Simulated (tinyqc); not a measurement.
What moves the results: donor level screened by free carriers (Yukawa potential). A value that a table varies takes the place of the one given here.

Potential -(q/(eps r)) exp(-ks r), q = e^2/(4 pi eps0). In units Ry* = Ry m/eps^2 and a* = a0 eps/m the problem is [-Laplacian - 2 exp(-x r)/r] psi = E psi with x = ks a*.

Converged values use 18 functions exp(-z r), z = 1.55^i, i = -11 to 6: S = 2/A^3, H = z_i z_j S - 2/(A + x)^2, A = z_i + z_j.

Screening wave number: Debye ks^2 = 4 pi q n/(eps kB T); Thomas-Fermi ks^2 = 6 pi q n/(eps EF) with EF = c (3 pi^2 n/gv)^(2/3)/m, c = hbar^2/2m0; the two are joined by 1/ks^2 = sqrt(1/ks_D^4 + 1/ks_TF^4). 1e18/cm^3 = 1e-6/angstrom^3, q = e^2/(4 pi eps0).

Constants: e^2/(4 pi eps0) = 14.39964547 eV angstrom; kB = 8.617333262e-05 eV/K; hbar^2/2m0 = 3.80998211 eV angstrom^2; Ry = 13.60569312 eV; a0 (Bohr radius) = 0.5291772105 angstrom.

Parameters, chosen for this exercise (near those of a donor in Ge, with one mean mass; not measured data):
- xs = (0.06, 0.2, 0.28, 0.44, 0.63, 0.9, 1.09) (values of x)
- m = 0.173 m0 (mass)
- eps = 15.7 (dielectric constant)
- gv = 4 (valleys)
- T = 300 K (temperature)
- nl = (0.0069, 0.023, 0.069, 0.23, 0.69, 2.3, 6.9) x 1e18/cm^3 (densities)
- n = 0.23 x 1e18/cm^3 (free-carrier density)

## Towards the loss of the bound state

First order (-1 + 2x), one-parameter (minimum of z^2 - 8 z^3/(2z + x)^2) and converged 1s energies in Ry*, and the mean radius in a*; a dash marks an unbound result.

Results:

| x | first order | trial function | converged | <r> |
|---|---|---|---|---|
| 0.06 | -0.8800 | -0.8852 | -0.8852 | 1.50 |
| 0.20 | -0.6000 | -0.6535 | -0.6536 | 1.55 |
| 0.28 | -0.4400 | -0.5408 | -0.5413 | 1.59 |
| 0.44 | -0.1200 | -0.3523 | -0.3545 | 1.73 |
| 0.63 | - | -0.1837 | -0.1901 | 2.03 |
| 0.90 | - | -0.0319 | -0.0486 | 3.15 |
| 1.09 | - | - | -0.0056 | 7.54 |

How do the results move?

First order loses the state at x = 0.5, the trial function reaches zero energy at x = 1.00, and the exact limit is 1.19. The radius starts at 1.5 a*, grows slowly at first (1.59 at x = 0.28), then steadily, and swells towards the end (7.5 at 1.09), where a single exponential fails: the binding vanishes as the square of the distance from 1.19.

## Binding against carrier density

Ry* = 9.5492 meV
a* = 48.024 angstrom

x from the joined ks; converged 1s binding (dash: x above 1.17, at or past the limit 1.19 where the state unbinds).

Results:

| n (1e18/cm^3) | EF/kB T | 1/ks (angstrom) | x | binding (meV) | n^(1/3) a* |
|---|---|---|---|---|---|
| 0.0069 | 0.01 | 570.2 | 0.084 | 8.04 | 0.091 |
| 0.023 | 0.03 | 312.3 | 0.154 | 6.92 | 0.137 |
| 0.069 | 0.05 | 180.4 | 0.266 | 5.34 | 0.197 |
| 0.23 | 0.12 | 98.9 | 0.486 | 2.96 | 0.294 |
| 0.69 | 0.25 | 57.4 | 0.836 | 0.70 | 0.424 |
| 2.3 | 0.56 | 32.3 | 1.488 | - | 0.634 |
| 6.9 | 1.17 | 20.3 | 2.364 | - | 0.914 |

What can be read from the table?

The binding falls from 8.0 to 0.7 meV (bare value 9.5); it passes half the bare value between 0.069 and 0.23 x 1e18/cm^3. The level is unbound, or bound by less than 0.001 Ry*, from 2.3 x 1e18/cm^3 on; as the density rises, it is lost by the time n^(1/3) a* reaches 0.63. x grows with exponent 0.50 in n at the start and 0.42 at the end (1/2 for Debye, 1/6 for Thomas-Fermi screening). The level survives to n^(1/3) a* = 0.42, past the 0.26 of the Mott rule, which corresponds to x = 1 for one valley with degenerate screening; here the level lasts until x = 1.19, the screening is at most the degenerate value, and overlap of donors is left out.

## What each parameter does

Ry* = Ry m/eps^2, a* = a0 eps/m, x = ks a* with the joined ks; converged binding. Each row changes one parameter from the base and keeps the others.

Results:

| case | 1/ks (angstrom) | x | binding in Ry* | binding (meV) |
|---|---|---|---|---|
| base | 98.9 | 0.486 | 0.310 | 2.96 |
| n = 0.345 x 1e18/cm^3 | 80.9 | 0.594 | 0.217 | 2.07 |
| T = 360 K | 108.3 | 0.443 | 0.351 | 3.35 |
| m = 0.194 m0 | 98.9 | 0.433 | 0.362 | 3.87 |
| eps = 14.4 | 94.7 | 0.465 | 0.329 | 3.74 |
| gv = 5 | 98.9 | 0.486 | 0.310 | 2.96 |

What does this show?

The largest shifts from the base row, up to three for each result and ties (the steps differ in size, so this ranks the rows, not the parameters). 1/ks (angstrom): n -18.1, T +9.4, eps -4.2; unchanged at the printed digits by m and gv. x: n +0.108, m -0.052, T -0.042; unchanged at the printed digits by gv. binding in Ry*: n -0.093, m +0.052, T +0.041; unchanged at the printed digits by gv. binding (meV): m +0.91, n -0.89, eps +0.78; unchanged at the printed digits by gv.

Program tinyqc; command `OMP_NUM_THREADS=1 python tinyqc.py 1281279 1281280 out.jsonl`; about 0.01 s on one thread of a shared Intel(R) Xeon(R) Processor @ 2.30GHz.
